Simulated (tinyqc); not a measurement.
k.p values derived from sp3s* tight binding at Gamma: one step. Linear terms and the Kane energy. Three cases, with inputs chosen for the exercise.

Question. <s state|dH/dkx|x state> = i P with P = (a/4)(sa pc Vsapc + sc pa Vscpa), sa, sc and pa, pc being the parts of the two states; for s* on the anion P = (a/4) pc Vxapc, on the cation (a/4) pa Vpaxc. Ep = P^2/c for S+ to P-.

At Gamma the states are two-level mixtures: s-like S+ (upper) and S- (lower) from [[Esa, Vss], [Vss, Esc]], p-like P- (valence) and P+ from [[Epa, Vxx], [Vxx, Epc]], and the bare s* levels. With real k in 1/angstrom and kz = 0, the phase sums over the four bonds are g0 = 1 - (a k/4)^2/2, g1 = i a kx/4, g3 = -(a/4)^2 kx ky to second order. Each mixture is written (anion, cation) with the anion part positive. c = hbar^2/2m0. No spin-orbit coupling.

Constants: hbar^2/2m0 = 3.80998211 eV angstrom^2.

Case 1.

Values chosen (near a published set for GaAs, fitted to gaps, whose masses and valley positions are rough; the results hold for these values, not for the real material): a = 5.656 angstrom (lattice constant); Vsapc = 4.467 eV (s anion, p cation); Vscpa = 5.825 eV (s cation, p anion); Vxapc = 4.864 eV (s* anion, p cation); Vpaxc = 4.798 eV (p anion, s* cation); Exa = 8.469 eV (s* level of the anion); Exc = 6.709 eV (s* level of the cation).

States:
```
state      E (eV)  anion part  cation part
S-     -12.486924   0.8372105    0.5468808
P-       0.020840   0.8846617   -0.4662334
S+       1.545924   0.5468808   -0.8372105
P+       4.746160   0.4662334    0.8846617
```

Case 2.

Values chosen (near a published set for GaAs, fitted to gaps, whose masses and valley positions are rough; the results hold for these values, not for the real material): a = 5.654 angstrom (lattice constant); Vsapc = 4.452 eV (s anion, p cation); Vscpa = 5.711 eV (s cation, p anion); Vxapc = 4.777 eV (s* anion, p cation); Vpaxc = 4.76 eV (p anion, s* cation); Exa = 8.666 eV (s* level of the anion); Exc = 6.74 eV (s* level of the cation).

States:
```
state      E (eV)  anion part  cation part
S-     -12.424001   0.8378411    0.5459142
P-      -0.024780   0.8803975   -0.4742366
S+       1.481001   0.5459142   -0.8378411
P+       4.700780   0.4742366    0.8803975
```

Case 3.

Values chosen (near a published set for InP, fitted to gaps, whose masses and valley positions are rough; the results hold for these values, not for the real material): a = 5.869 angstrom (lattice constant); Vsapc = 2.229 eV (s anion, p cation); Vscpa = 5.603 eV (s cation, p anion); Vxapc = 3.485 eV (s* anion, p cation); Vpaxc = 4.473 eV (p anion, s* cation); Exa = 8.279 eV (s* level of the anion); Exc = 7.046 eV (s* level of the cation).

States:
```
state      E (eV)  anion part  cation part
S-     -11.500327   0.8807799    0.4735259
P-       0.013988   0.9090089   -0.4167767
S+       1.394327   0.4735259   -0.8807799
P+       4.942012   0.4167767    0.9090089
```

Give: Couplings; Ep.

Answer.

Case 1.

Couplings:
```
pair       P (eV angstrom)  E(first) - E(second) (eV)
S+ to P-           -7.7109                     1.5251
S+ to P+           -0.1591                    -3.2002
S- to P-            1.5194                   -12.5078
s*a to P-          -3.2066                     8.4482
s*c to P-           6.0019                     6.6882
```

Ep = 15.606 eV

Case 2.

Couplings:
```
pair       P (eV angstrom)  E(first) - E(second) (eV)
S+ to P-           -7.5837                     1.5058
S+ to P+           -0.1830                    -3.2198
S- to P-            1.3794                   -12.3992
s*a to P-          -3.2022                     8.6908
s*c to P-           5.9235                     6.7648
```

Ep = 15.095 eV

Case 3.

Couplings:
```
pair       P (eV angstrom)  E(first) - E(second) (eV)
S+ to P-           -7.2275                     1.3803
S+ to P+           -1.6101                    -3.5477
S- to P-            2.3381                   -11.5143
s*a to P-          -2.1311                     8.2650
s*c to P-           5.9658                     7.0320
```

Ep = 13.710 eV

The two terms of S+ to P- have the same sign and add: S+ and P- both change sign from anion to cation. An on-site momentum element between s and p, which real atoms have, is absent from this model.

Computed by tinyqc, one run a case: `OMP_NUM_THREADS=1 python tinyqc.py N N+1 out.jsonl` with N = 1451715, 1452149, 1452198; one thread of a shared Intel(R) Xeon(R) Processor @ 2.30GHz, about 0.01 s a run at most.
